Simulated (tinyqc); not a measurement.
# Trap density from two Hall measurements

Inverse problem. p-type body, charge-sheet picture, full ionisation (an idealisation for deep acceptors), Boltzmann statistics for free electrons. e = Ec - EF at the surface. psi = Eg - Vt ln(Nv/Na) - e; N_dep = sqrt(2 eps0 eps_r Na (psi - Vt)/q); n_f = sqrt(N_dep^2 + 2 eps0 eps_r Vt Nc exp(-e/Vt)/q) - N_dep; Vg = Vfb + psi + q (N_dep + n_t + n_f)/Cox, Cox = eps0 eox/tox. Find e and n_t at both points and the mean trap density between them.

Inputs (values chosen for the exercise); band and dielectric values close to those of 4H silicon carbide:
```
symbol,value,unit,meaning
T,300,K,temperature
Eg,3.24,eV,band gap
eps_r,9.56,,relative permittivity
Nc,1.68e19,cm^-3,conduction-band density of states at T
Nv,2.51e19,cm^-3,valence-band density of states at T
eox,3.9,,relative permittivity of the insulator
tox,75,nm,insulator thickness
Na,5.6e15,cm^-3,acceptor density
Vfb,-1.98,V,flat-band voltage without trapped charge
```

Constants: q = 1.602176634e-19 C, kB = 1.380649e-23 J/K, Vt = kB T/q, eps0 = 8.8541878128e-14 F/cm where lengths are in cm. Results are converted to the units shown.

Vg (V): [2.9394477, 3.5749582]
free sheet density from the Hall effect (cm^-2): [2.0266160e9, 2.5986387e10]

Solution. Each n_f fixes e; what the gate voltage holds beyond psi, N_dep and n_f is trapped; the difference quotient is the density, smeared over a few Vt.

e (eV): [0.205, 0.138]
n_t (cm^-2): [1.96e11, 3.30e11]
mean trap density = 2.01e12 cm^-2 eV^-1

Numbers from tinyqc (`OMP_NUM_THREADS=1 python tinyqc.py 2222022 2222023 out.jsonl`; about 0.02 s on one thread of a shared Intel Xeon 2.30GHz).
